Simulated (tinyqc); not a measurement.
Inter-valley coupling by envelope functions against a chain of atomic planes, step by step. Values are carried at full precision from step to step, so a last printed digit may differ when a step is redone from the rounded ones.

Chain: E(phi) = e0 + 2 v cos(phi) + 2 u cos(2 phi), cos(phi0) = -v/(4u), e0 = 2u + v^2/(4u); plane j = 0, 1, ... has the potential V_j = dE x_j + F (j - 30) a/4 (1 MV/m = 1e-4 V/angstrom). There are 30 barrier planes a side; with y = j - 29.5, x_j = xb (f(y) + f(Nw - y)), f(y) = 1/(1 + exp(y/L)), plus any Ge added in the well. The valley splitting is the spacing of the two lowest levels. Envelope theory: F_j solves a one-valley chain with hopping -b and diagonal 2b + V_j, b = 4u sin^2(phi0), sum F_j^2 = 1; the valleys couple by Dv = sum_j F_j^2 V_j exp(-2 i phi0 j) and split by 2|Dv|.

Constants: hbar^2/2m0 = 3.80998211 eV angstrom^2.

Inputs chosen for the exercise (near those of the Delta valleys of silicon in a SiGe well; shifted at random, so the results belong to these values and not to a real crystal): a = 5.431 angstrom (lattice constant; planes lie a/4 apart); u = 0.602 eV (second-neighbour hopping); v = 0.619 eV (nearest hopping); Nw = 48 (planes in the well); L = 1.25 planes (interface width); xb = 0.25 (Ge fraction of the barriers); dE = 0.55 eV (offset per unit Ge fraction); F = 2 MV/m (field); js = 42 (plane j of a Ge spike (the well starts at j = 30)); xs = 0.2 (Ge fraction added on that plane).

## Valley phase, mass and the wavelengths that couple the valleys

phi0; b = 4u sin^2(phi0); mass m/m0 = c/(b (a/4)^2), c = hbar^2/2m0. A potential couples the valleys if its phase advances by 2 phi0 a plane, or, since only whole planes count, by 2 pi - 2 phi0: periods pi/phi0 and pi/(pi - phi0) planes.

phi0 = 1.83077 rad
b = 2.24888 eV
mass = 0.9190 m0

periods (planes): pi/phi0 1.7160, pi/(pi - phi0) 2.3967

longer period = 3.2541 angstrom

## The smooth well

Lowest doublet of the chain and the envelope result.

level (meV): chain 13.598, envelope 13.617

splitting (micro-eV): chain 0.316, envelope 0.321

planes covered, 1/sum F^4 = 35.90
largest F_j^2 = 0.03762

The levels agree within 0.02 meV. A graded interface has little Fourier weight at 2 phi0, so the splitting is a small remainder of cancelling terms; the envelope value is 1.02 times that of the chain.

## One plane of added Ge, to first order

F_j^2 of the smooth well on that plane = 0.02944

F_j is the envelope on plane j (sum F_j^2 = 1) and Dv the coupling of the two valleys, which split by 2|Dv|. A single plane has Fourier weight at all wavelengths: it adds dE xs F_j^2 to |Dv|, so the splitting is about 2 dE xs F_j^2 if this term rules, and the mean of the doublet rises by dE xs F_j^2.

splitting = 6477 micro-eV
rise of the mean level = 3.238 meV

The chain with the spike gives 4266 micro-eV and a rise of 2.133 meV; the envelope solved with the spike gives 4106. First order is +52 % off: the state draws back from the spike, which the envelope solved anew includes.

## Checks

- Splitting with a weak spike (0.02) on plane j = 46 from the envelope against the chain (micro-eV): 759 against 760.

Computed by tinyqc, a small Python program: `OMP_NUM_THREADS=1 python tinyqc.py 1452867 1452868 out.jsonl` (the numbers bound the seed that draws the inputs); one thread of a shared host (Intel(R) Xeon(R) Processor @ 2.30GHz), about 0.08 s for the whole set of steps.
